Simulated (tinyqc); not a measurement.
Weibull analysis of times to dielectric breakdown, with area scaling: one step of the calculation.

Breakdown times follow F(t) = 1 - exp(-(t/t63)^beta). The 12 times below were drawn at random from beta = 3.1, t63 = 170 s and are treated as data; all samples failed.

Question. Median ranks and the Weibull scale. F_i = (i - 0.3)/(n + 0.4) for the sorted times, W_i = ln(-ln(1 - F_i)).

| i | t (s) |
|---|---|
| 1 | 81.2 |
| 2 | 117 |
| 3 | 119 |
| 4 | 140 |
| 5 | 164 |
| 6 | 166 |
| 7 | 180 |
| 8 | 182 |
| 9 | 213 |
| 10 | 218 |
| 11 | 253 |
| 12 | 270 |

Give: F; W; ln t.

Answer.

| i | F | W | ln t |
|---|---|---|---|
| 1 | 0.05645 | -2.8455 | 4.3969 |
| 2 | 0.13710 | -1.9142 | 4.7622 |
| 3 | 0.21774 | -1.4042 | 4.7791 |
| 4 | 0.29839 | -1.0374 | 4.9416 |
| 5 | 0.37903 | -0.7413 | 5.0999 |
| 6 | 0.45968 | -0.4852 | 5.1120 |
| 7 | 0.54032 | -0.2520 | 5.1930 |
| 8 | 0.62097 | -0.0303 | 5.2040 |
| 9 | 0.70161 | 0.1901 | 5.3613 |
| 10 | 0.78226 | 0.4216 | 5.3845 |
| 11 | 0.86290 | 0.6867 | 5.5334 |
| 12 | 0.94355 | 1.0558 | 5.5984 |

Computed by the program tinyqc: `OMP_NUM_THREADS=1 python tinyqc.py 2070059 2070060 out.jsonl`, one thread of a shared Intel Xeon 2.30GHz, about 0.01 s for the whole run.
